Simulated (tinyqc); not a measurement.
Worked calculation: Pariser-Parr-Pople SCF with singles CI, for the molecule C=Cc1ccccc1 (SMILES; centres numbered as the heavy atoms are written). One step of it, computed by the program tinyqc.

Task: Iteration 2: orbitals and new P. Diagonalise F (the basis is taken as orthonormal) and form P = 2 sum c c over the lowest orbitals.

F (eV):
```
           1C         2C         3C         4C         5C         6C         7C         8C
1C  -5.595000  -5.903754   0.000000   0.410177   0.000000  -0.237898   0.000000   0.547788
2C  -5.903754  -5.595000  -3.762529   0.000000   0.074039   0.000000   0.055719   0.000000
3C   0.000000  -3.762529  -5.595000  -4.732992   0.000000   0.728702   0.000000  -4.736150
4C   0.410177   0.000000  -4.732992  -5.595000  -4.951082   0.000000   0.758616   0.000000
5C   0.000000   0.074039   0.000000  -4.951082  -5.595000  -4.881070   0.000000   0.751815
6C  -0.237898   0.000000   0.728702   0.000000  -4.881070  -5.595000  -4.890302   0.000000
7C   0.000000   0.055719   0.000000   0.758616   0.000000  -4.890302  -5.595000  -4.938234
8C   0.547788   0.000000  -4.736150   0.000000   0.751815   0.000000  -4.938234  -5.595000
```

pi electrons, sum of z_r less the charge = 8

Give: orbital energies; P after iteration 2.

Result:

orbital energies (eV): -14.9474  -12.7141  -11.2956  -10.2899  -0.9001  0.1056  1.5241  3.7574

P after iteration 2:
```
         1C       2C       3C       4C       5C       6C       7C       8C
1C   1.0000   0.9381   0.0000  -0.2103   0.0000   0.1592   0.0000  -0.2246
2C   0.9381   1.0000   0.3436   0.0000  -0.0374   0.0000  -0.0249   0.0000
3C   0.0000   0.3436   1.0000   0.6243   0.0000  -0.3151   0.0000   0.6268
4C  -0.2103   0.0000   0.6243   1.0000   0.6777   0.0000  -0.3267   0.0000
5C   0.0000  -0.0374   0.0000   0.6777   1.0000   0.6595   0.0000  -0.3230
6C   0.1592   0.0000  -0.3151   0.0000   0.6595   1.0000   0.6636   0.0000
7C   0.0000  -0.0249   0.0000  -0.3267   0.0000   0.6636   1.0000   0.6725
8C  -0.2246   0.0000   0.6268   0.0000  -0.3230   0.0000   0.6725   1.0000
```
